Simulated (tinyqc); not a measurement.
Inside a calculation. Method: CIS on RHF in the 6-31g basis, for H2, spin multiplicity 1. Computed by tinyqc, a small Python program that keeps every step (integrals from PySCF). Settings: charge = 0, multiplicity = 1, basis = 6-31g, method = RHF, energy threshold = 1e-10, iteration cap = 85, orthogonalisation = canonical, start = core, DIIS depth = 6. Command: `OMP_NUM_THREADS=1 python tinyqc.py 31572 31573 out.jsonl` (the two numbers bound the seeds that draw the settings). One thread of a shared host (Intel(R) Xeon(R) Processor @ 2.60GHz), about 0.04 s of CPU time with the checks. The early iterations of the SCF are left out here.

## One-electron integrals

Geometry (angstrom):
```
atom         x         y         z
H     0.000000  0.000000  0.000000
H     0.000000  0.000000  0.773000
```

Basis 6-31g: exponents (1/bohr^2) and contraction coefficients of normalised primitives:
```
element  l (shell)   exponent  coefficient
H            s (1)  18.731137     0.033495
H            s (1)   2.825394     0.234727
H            s (1)   0.640122     0.813757
H            s (2)   0.161278     1.000000
```

Overlap, kinetic and nuclear-attraction integrals over the contracted functions; the nuclear repulsion is the sum of Za Zb / Rab.

nuclear repulsion = 0.68457595 hartree

overlap S, order 1H 1s, 1H 2s, 2H 1s, 2H 2s:
```
[[1.000000, 0.658292, 0.426128, 0.497273],
 [0.658292, 1.000000, 0.497273, 0.841922],
 [0.426128, 0.497273, 1.000000, 0.658292],
 [0.497273, 0.841922, 0.658292, 1.000000]]
```

kinetic energy T (hartree), order 1H 1s, 1H 2s, 2H 1s, 2H 2s:
```
[[1.395678, 0.259735, 0.197809, 0.159265],
 [0.259735, 0.241917, 0.159265, 0.180311],
 [0.197809, 0.159265, 1.395678, 0.259735],
 [0.159265, 0.180311, 0.259735, 0.241917]]
```

nuclear attraction V (hartree), order 1H 1s, 1H 2s, 2H 1s, 2H 2s:
```
[[-2.328983, -1.167181, -0.956763, -0.913144],
 [-1.167181, -1.160657, -0.913144, -1.020269],
 [-0.956763, -0.913144, -2.328983, -1.167181],
 [-0.913144, -1.020269, -1.167181, -1.160657]]
```

core Hamiltonian H = T + V (hartree), order 1H 1s, 1H 2s, 2H 1s, 2H 2s:
```
[[-0.933305, -0.907446, -0.758954, -0.753879],
 [-0.907446, -0.918740, -0.753879, -0.839958],
 [-0.758954, -0.753879, -0.933305, -0.907446],
 [-0.753879, -0.839958, -0.907446, -0.918740]]
```

## Two-electron integrals

Functions are numbered as in S; the eight-fold symmetry (ij|kl) = (ji|kl) = (kl|ij) leaves the list below.

Two-electron integrals (ij|kl) in chemists' order, unique and non-zero (hartree):
```
(11|11) 1.076566   (21|11) 0.578470   (21|21) 0.329423   (22|11) 0.587396
(22|21) 0.361304   (22|22) 0.453150   (31|11) 0.377417   (31|21) 0.215314
(31|22) 0.235722   (31|31) 0.174568   (32|11) 0.332210   (32|21) 0.201959
(32|22) 0.244700   (32|31) 0.170950   (32|32) 0.186995   (33|11) 0.641654
(33|21) 0.397508   (33|22) 0.491152   (33|31) 0.377417   (33|32) 0.429978
(33|33) 1.076566   (41|11) 0.429978   (41|21) 0.245776   (41|22) 0.271156
(41|31) 0.170950   (41|32) 0.163723   (41|33) 0.332210   (41|41) 0.186995
(42|11) 0.471631   (42|21) 0.291808   (42|22) 0.370853   (42|31) 0.207683
(42|32) 0.225625   (42|33) 0.471631   (42|41) 0.225625   (42|42) 0.321207
(43|11) 0.397508   (43|21) 0.246094   (43|22) 0.308533   (43|31) 0.215314
(43|32) 0.245776   (43|33) 0.578470   (43|41) 0.201959   (43|42) 0.291808
(43|43) 0.329423   (44|11) 0.491152   (44|21) 0.308533   (44|22) 0.406123
(44|31) 0.235722   (44|32) 0.271156   (44|33) 0.587396   (44|41) 0.244700
(44|42) 0.370853   (44|43) 0.361304   (44|44) 0.453150
```

## Orthogonalisation

S = U s U^T; canonical form X = U s^(-1/2), so that X^T S X = 1. Each column of U has its largest component positive (the first on a tie).

eigenvalues of S: [0.103015, 0.459907, 0.628935, 2.808143]

X, order 1H 1s, 1H 2s, 2H 1s, 2H 2s:
```
[[-0.712865, 0.799899, 0.843658, 0.270672],
 [2.084584, -0.668832, 0.288506, 0.323714],
 [0.712865, 0.799899, -0.843658, 0.270672],
 [-2.084584, -0.668832, -0.288506, 0.323714]]
```

## Iteration 9 (converged): orbitals

converged F (hartree), order 1H 1s, 1H 2s, 2H 1s, 2H 2s:
```
[[-0.016360, -0.495694, -0.540563, -0.501679],
 [-0.495694, -0.336398, -0.501679, -0.375138],
 [-0.540563, -0.501679, -0.016360, -0.495694],
 [-0.501679, -0.375138, -0.495694, -0.336398]]
```

Diagonalise F' = X^T F X, C = X C', fill 1 alpha and 1 beta electrons from the bottom; D = 2 C_occ C_occ^T. Each column has its largest component positive (the first on a tie).

F' = X^T F X (hartree):
```
[[0.833888, 0.000000, -0.565341, 0.000000],
 [0.000000, 0.785097, 0.000000, -0.088449],
 [-0.565341, 0.000000, 0.758487, 0.000000],
 [0.000000, -0.088449, 0.000000, -0.580288]]
```

orbital energies (hartree): [-0.585994, 0.229591, 0.790803, 1.362784]

coefficients C, order 1H 1s, 1H 2s, 2H 1s, 2H 2s:
```
[[0.321604, 0.129071, 0.780815, -1.096939],
 [0.279985, 1.634822, -0.688284, 1.325173],
 [0.321604, -0.129071, 0.780815, 1.096939],
 [0.279985, -1.634822, -0.688284, -1.325173]]
```

D after iteration 9, order 1H 1s, 1H 2s, 2H 1s, 2H 2s:
```
[[0.206859, 0.180089, 0.206859, 0.180089],
 [0.180089, 0.156784, 0.180089, 0.156784],
 [0.206859, 0.180089, 0.206859, 0.180089],
 [0.180089, 0.156784, 0.180089, 0.156784]]
```

## Convergence

Stop when the energy changes by less than 1e-10 hartree and every element of the error matrix X^T (F D S - S D F) X is below 3e-06.

Course of the cycle:
```
iteration  E (hartree)     change  largest element of the error matrix
1          -1.07511137          -                             3.35e-01
2          -1.12434826  -4.92e-02                             5.37e-02
3          -1.12558472  -1.24e-03                             4.59e-04
4          -1.12558480  -7.55e-08                             1.85e-04
5          -1.12558480  -8.88e-09                             1.16e-04
6          -1.12558481  -2.69e-09                             8.40e-05
7          -1.12558481  -1.15e-09                             6.59e-05
8          -1.12558481  -1.85e-09                             2.06e-07
9          -1.12558481  -1.78e-14                             5.97e-10
```

PySCF RHF in the same basis = -1.12558481 hartree

Converged in 9 iterations.

## Integrals over molecular orbitals

(pq|rs) = sum C_ip C_jq C_kr C_ls (ij|kl), one index at a time.

one-electron integrals over orbitals h = C^T H C (hartree):
```
[[-1.224167, 0.000000, -0.162964, 0.000000],
 [0.000000, -0.556537, 0.000000, 0.206272],
 [-0.162964, 0.000000, -0.158426, 0.000000],
 [0.000000, 0.206272, 0.000000, 0.196644]]
```

Two-electron integrals over orbitals (pq|rs), unique and non-zero (hartree):
```
(11|11) 0.638173    (21|21) 0.083585    (22|11) 0.434857    (22|22) 0.387529
(31|11) 0.162964    (31|22) 0.052370    (31|31) 0.107628    (32|21) -0.016436
(32|32) 0.035218    (33|11) 0.528429    (33|22) 0.383582    (33|31) 0.119952
(33|33) 0.464703    (41|21) -0.079990   (41|32) -0.025328   (41|41) 0.134198
(42|11) -0.143131   (42|22) -0.056930   (42|31) -0.074761   (42|33) -0.101079
(42|42) 0.069714    (43|21) -0.087879   (43|32) -0.006026   (43|41) 0.124101
(43|43) 0.133348    (44|11) 0.650169    (44|22) 0.443570    (44|31) 0.197895
(44|33) 0.549882    (44|42) -0.167894   (44|44) 0.725819
```

## CIS matrix, singlets

A(ia,jb) = (e_a - e_i) d_ij d_ab + 2 (ia|jb) - (ij|ab).

CIS matrix A, singlet (hartree), order 1>2, 1>3, 1>4:
```
[[0.547899, 0.000000, -0.016848],
 [0.000000, 1.063625, 0.000000],
 [-0.016848, 0.000000, 1.567005]]
```

## CIS singlet states

dipole integrals <i|r|a> (bohr), order 1>2, 1>3, 1>4:
```
[[0.000000, 0.000000, -1.045712],
 [0.000000, 0.000000, 0.000000],
 [0.000000, 0.000000, 0.194163]]
```

Diagonalise A (1 hartree = 27.211386 eV); each vector has its largest component positive (the first on a tie). The transition dipole is mu = sqrt2 sum c_ia <i|r|a>.

singlet excitation energies (eV): [14.901502, 28.942703, 42.647947]

lowest vectors, order 1>2, 1>3, 1>4:
```
[[0.999863, 0.000000, -0.016526],
 [0.000000, 1.000000, 0.000000],
 [0.016526, 0.000000, 0.999863]]
```

oscillator strengths 2/3 w |mu|^2: [0.793330, 0.000000, 0.093405]

## CIS matrix, triplets

A(ia,jb) = (e_a - e_i) d_ij d_ab - (ij|ab).

CIS matrix A, triplet (hartree), order 1>2, 1>3, 1>4:
```
[[0.380728, 0.000000, 0.143131],
 [0.000000, 0.848368, 0.000000],
 [0.143131, 0.000000, 1.298608]]
```

## CIS triplet states

Diagonalise A (1 hartree = 27.211386 eV); each vector has its largest component positive (the first on a tie).

triplet excitation energies (eV): [9.766892, 23.085274, 35.930186]

lowest vectors, order 1>2, 1>3, 1>4:
```
[[0.988598, 0.000000, 0.150582],
 [0.000000, 1.000000, 0.000000],
 [-0.150582, 0.000000, 0.988598]]
```
